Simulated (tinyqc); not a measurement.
# Scale length and length offset from two DIBL values

Problem. DIBL = exp(-Le/(2 l)) + 2 exp(-Le/l) with Le = L - dL. Find l, dL and the drawn length for a DIBL of 100 mV/V.

DIBL at drawn lengths 35 and 63 nm (mV/V): [119.58493, 14.671171]

Answer. With e = exp(-Le/(2 l)), 2 e^2 + e = DIBL gives e and so Le/l at each length; Le/l is a straight line in L with slope 1/l.

l = 7.200 nm
dL = 1.800 nm
length for 100 mV/V = 37.23 nm

tinyqc, about 0.01 s, one thread, Intel Xeon 2.30GHz (shared host): `OMP_NUM_THREADS=1 python tinyqc.py 2002074 2002075 out.jsonl`
